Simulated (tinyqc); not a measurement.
# Thermionic emission over a Gaussian spread of barriers: effect of temperature

Metal on an n-type semiconductor with one parabolic valley; V > 0 is forward bias (metal positive). Patches of barrier height b are spread as a Gaussian with mean phi - r2 V and variance sg^2 + r3 V; each carries A* T^2 exp(-b/Vt) [exp(V/Vt) - 1].

A* = 4 pi q me m0 kB^2/h^3 (times 1e-4 for A/(cm^2 K^2)). The mean of exp(-b/Vt) gives the apparent barrier phi_ap(V) = phi - r2 V - (sg^2 + r3 V)/(2 Vt), J = A* T^2 exp(-phi_ap/Vt) [exp(V/Vt) - 1], and 1/n = 1 + r2 + r3/(2 Vt). J0 = A* T^2 exp(-phi_ap(0)/Vt); the current at zero bias is centred on b = phi - sg^2/Vt.

Parameters, values chosen for the exercise; band and dielectric values close to those of gallium arsenide:
- me = 0.0665 m0 (electron mass)
- phi = 0.83 eV (barrier height seen from the metal)
- sg = 0.06 eV (standard deviation of the barrier heights)
- r2 = -0.025 (shift of the mean barrier per volt, with its sign reversed (rho2))
- r3 = -0.0017 V (change of sg^2 per volt (rho3))

Constants: q = 1.602176634e-19 C, kB = 1.380649e-23 J/K, h = 6.62607015e-34 J s, m0 = 9.1093837015e-31 kg, Vt = kB T/q. Results are converted to the units shown.

Results:
```
T (K)	phi_ap(0) (eV)	n	J0 (A/cm^2)	barrier that carries most current (eV)
100	0.6211	1.141	3.978e-27	0.4122
180	0.7140	1.087	2.650e-15	0.5979
220	0.7351	1.075	5.608e-12	0.6401
260	0.7497	1.067	1.590e-9	0.6693
300	0.7604	1.061	1.211e-7	0.6907
350	0.7703	1.056	7.919e-6	0.7106
400	0.7778	1.052	2.028e-4	0.7256
```

Estimate the missing row, T = 140 K.

Computed row:
```
T (K)	phi_ap(0) (eV)	n	J0 (A/cm^2)	barrier that carries most current (eV)
140	0.6808	1.106	4.866e-20	0.5316
```

With this row back in the table: The apparent barrier rises from 0.621 to 0.778 eV and n falls from 1.14 to 1.05. A Richardson plot, ln(J0/T^2) against 1/Vt, has the slope -0.472 eV between the first two rows and -0.718 eV between the last two, against phi = 0.83 eV: the plot bends, because cold electrons seek the low patches. In 4 of the 8 rows sg exceeds 3 Vt, so the current comes from more than three deviations below the mean, a tiny share of the area that a Gaussian of independent patches describes poorly.

tinyqc, about 0.01 s, one thread, Intel Xeon 2.30GHz (shared host): `OMP_NUM_THREADS=1 python tinyqc.py 2640170 2640171 out.jsonl`
